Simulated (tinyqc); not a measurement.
# Rectangular fin or nanosheet with a gate all round, subbands and threshold shift from confinement: charge and subband filling against gate voltage

Undoped body with a flat potential across it, hard walls, transport along x. Three valley pairs (g = 2 each) with the longitudinal mass along x, y or z. Non-parabolicity enters the subband edges through E (1 + al E) = gamma, so E = 2 gamma/(1 + sqrt(1 + 4 al gamma)); motion within a subband is taken as parabolic with the band-edge mass. Energies are counted from the bulk band edge.

gamma = C pi^2 [a^2/(my (t + dl)^2) + b^2/(mz (H + dl)^2)], C = hbar^2/(2 m0). Each subband has N_k = g sqrt(2 mx m0 kB T/(pi hbar^2)). With degeneracy n = sum N_k F((EF - E_k)/Vt), F(x) = (1/sqrt(pi)) int_0^infinity u^(-1/2) du/(1 + exp(u - x)); gate: Vg = EF + q n/(Cg P), P = 2 (t + H), summed over the 60 lowest subbands at most, with Vg counted from the value that would put EF at the bulk band edge of an empty body. Cq = q dn/dEF.

Inputs (values chosen for the exercise); masses close to those of silicon:
```
symbol  value     unit                                                meaning
T         400        K                                            temperature
ml       0.93       m0                                      longitudinal mass
mt      0.193       m0                                        transverse mass
al        0.5     1/eV                                       non-parabolicity
t           3       nm                                        width (along y)
dl        0.2       nm  widening of the box by penetration into the insulator
Cg        1.7  uF/cm^2                 gate capacitance per area of interface
H         4.5       nm                                       height (along z)
```

Constants: q = 1.602176634e-19 C, kB = 1.380649e-23 J/K, hbar = 1.054571817e-34 J s, m0 = 9.1093837015e-31 kg, Vt = kB T/q, hbar^2/(2 m0) = 0.0380998212 eV nm^2. Results are converted to the units shown.

Results:
```
Vg (V)	EF - E_1 (eV)	n (cm^-1)	n/P (cm^-2)	share of the lowest subband (%)	Cq/(Cg P)	total C/(Cg P)
-0.03	-0.1547	6.756e4	4.504e10	77.89	0.1224	0.1090
0.1	-0.06865	7.675e5	5.116e11	76.55	1.305	0.5661
0.22	-0.03028	2.067e6	1.378e12	73.90	3.152	0.7592
0.47	0.01298	5.357e6	3.571e12	66.51	6.631	0.8690
0.59	0.02735	7.038e6	4.692e12	62.66	8.106	0.8902
0.72	0.04053	8.898e6	5.932e12	58.58	9.654	0.9061
0.84	0.05111	1.064e7	7.093e12	55.03	11.06	0.9171
0.97	0.06127	1.255e7	8.364e12	51.49	12.55	0.9262
```

Estimate the missing row, Vg = 0.34 V.

Computed row:
```
Vg (V)	EF - E_1 (eV)	n (cm^-1)	n/P (cm^-2)	share of the lowest subband (%)	Cq/(Cg P)	total C/(Cg P)
0.34	-0.006273	3.594e6	2.396e12	70.54	4.916	0.8310
```

With this row back in the table: EF passes E_1 = 0.120 eV at Vg = 0.379 V. The share of the lowest subband falls from 77.9 to 51.5 % and the total capacitance rises from 0.109 to 0.926 of Cg P. In the last row 7.8 % of an added gate voltage goes into raising EF (from the last two rows). For Vg = 0.47, 0.59, 0.72, 0.84, 0.97 the charge would bend the potential across the body noticeably, which is left out.

Computed by the program tinyqc: `OMP_NUM_THREADS=1 python tinyqc.py 2350033 2350034 out.jsonl`, one thread of a shared Intel Xeon 2.30GHz, about 0.2 s for the whole run.
